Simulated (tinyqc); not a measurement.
# Gated graphene, quantum capacitance: what changes with what

phi is the Fermi level above the Dirac point, in volts; Vg is counted from the gate voltage of charge neutrality. Ideal linear bands, no charge puddles.

Values chosen for this exercise; values close to those of graphene: temperature T = 300 K; relative permittivity of the gate insulator (close to silicon dioxide) eox = 3.9; insulator thickness tox = 15 nm; Fermi velocity vF = 9.87e5 m/s; density of traps Dit = 0 cm^-2 eV^-1; gate voltage Vg = 0.52 V.

Constants: q = 1.602176634e-19 C, kB = 1.380649e-23 J/K, hbar = 1.054571817e-34 J s, Vt = kB T/q, eps0 = 8.8541878128e-14 F/cm where lengths are in cm. Results are converted to the units shown.

Each table varies one quantity; the others keep the values above.

## Effect of the gate voltage

N0 = (2/pi)(kB T/(hbar vF))^2; n = N0 F1(phi/Vt), p = N0 F1(-phi/Vt), F1(e) = int_0^infinity u du/(1 + exp(u - e)) = -Li2(-exp(e)); Cq = q d(n - p)/dphi = (q N0/Vt) ln[2 (1 + cosh(phi/Vt))]. Cox = eps0 eox/tox; Vg = phi + q (n - p + Dit phi)/Cox. 1/C_G = 1/Cox + 1/(Cq + q Dit); dphi/dVg = Cox/(Cox + Cq + q Dit).

The same in every row: Cox (uF/cm^2) = 0.2302.

Effect of the gate voltage:
```
Vg (V)   phi (V)  n - p (cm^-2)  Cq (uF/cm^2)  C_G (uF/cm^2)  dphi/dVg  n + p (cm^-2)
-0.3    -0.05323      -3.546e11         1.436         0.1984    0.1381       3.795e11
-0.13   -0.02607      -1.493e11         1.019         0.1878    0.1843       2.171e11
0.03    0.006282       3.408e10        0.8753         0.1823    0.2082       1.688e11
0.2      0.03822       2.324e11         1.180         0.1926    0.1632       2.760e11
0.37     0.06241       4.420e11         1.615         0.2015    0.1247       4.596e11
0.53     0.08051       6.458e11         2.000         0.2064    0.1032       6.547e11
0.7      0.09673       8.668e11         2.367         0.2098   0.08864       8.716e11
0.87      0.1109       1.091e12         2.697         0.2121   0.07864       1.093e12
1.03      0.1229       1.303e12         2.981         0.2137   0.07169       1.305e12
1.2       0.1346       1.531e12         3.259         0.2150   0.06597       1.532e12
```

Read the table: what changes, and by how much?

As Vg goes from -0.3 to 1.2, Cq goes from 1.44 through a minimum of 0.875 (at Vg = 0.03 among the rows listed) to 3.26 uF/cm^2, C_G/Cox goes from 0.862 through a minimum of 0.792 (at Vg = 0.03 among the rows listed) to 0.934 and n - p rises from -3.55e11 to 1.53e12 cm^-2. Cq exceeds Cox in every row, so the insulator is the tighter limit, though Cq still cuts C_G by up to 21 %. At neutrality Cq is (q N0/Vt) ln 4 = 0.866 uF/cm^2, and far from it Cq grows as |phi|.

## Effect of the insulator thickness

Same model as above.

Results:
```
tox (nm)   phi (V)  n - p (cm^-2)  Cq (uF/cm^2)  Cox (uF/cm^2)  C_G (uF/cm^2)  dphi/dVg  n + p (cm^-2)
0.5        0.32796      8.2779e12        7.9259         6.9063         3.6905   0.46563      8.2779e12
0.9        0.27497      5.8680e12        6.6451         3.8368         2.4324   0.36604      5.8680e12
1.6        0.22479      3.9767e12        5.4326         2.1582         1.5446   0.28432      3.9767e12
5.2        0.13728      1.5863e12        3.3239        0.66406        0.55349   0.16652      1.5873e12
9.3        0.10323      9.6586e11        2.5177        0.37130        0.32358   0.12853      9.6956e11
17        0.073843      5.6564e11        1.8544        0.20313        0.18307  0.098723      5.7707e11
30        0.051219      3.3678e11        1.3992        0.11510        0.10636  0.076009      3.6368e11
```

Estimate the missing row, tox = 2.9 nm.

Computed row:
```
tox (nm)  phi (V)  n - p (cm^-2)  Cq (uF/cm^2)  Cox (uF/cm^2)  C_G (uF/cm^2)  dphi/dVg  n + p (cm^-2)
2.9       0.17761      2.5447e12        4.2935         1.1907        0.93221   0.21712      2.5449e12
```

With this row back in the table: As tox goes from 0.5 to 30, Cq falls from 7.93 to 1.40 uF/cm^2, C_G/Cox rises from 0.534 to 0.924 and n - p falls from 8.28e12 to 3.37e11 cm^-2. Cq exceeds Cox in every row, so the insulator is the tighter limit, though Cq still cuts C_G by up to 47 %. With the insulator thinned by a factor of 60.0, the charge grows only by 24.6 while Cox grows by 60.0.

Program tinyqc, `OMP_NUM_THREADS=1 python tinyqc.py 2200025 2200026 out.jsonl`; Intel Xeon 2.30GHz, shared host, one thread, about 0.01 s.
